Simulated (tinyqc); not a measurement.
One-electron ion in a basis of Gaussians, step by step. One step of it, computed by the program tinyqc.

Task: Generalised eigenproblem. Solve H C = S C e through S^(-1/2); each column has its largest component positive (the first on a tie).

H = T + V (hartree):
```
           1           2
1  -8.544038   -9.565822
2  -9.565822  -10.600795
```

S:
```
          1         2
1  1.000000  0.767451
2  0.767451  1.000000
```

Give: eigenvalues of S; eigenvalues; coefficients.

Result:

eigenvalues of S: 0.233  1.767

eigenvalues (hartree): -11.061  0.205

coefficients:
```
       1       2
1  0.315   1.528
2  0.737  -1.375
```

For Z = 5 and l = 0 the exact lowest level is -Z^2/(2 n^2) with n = l + 1: -12.500000 hartree.
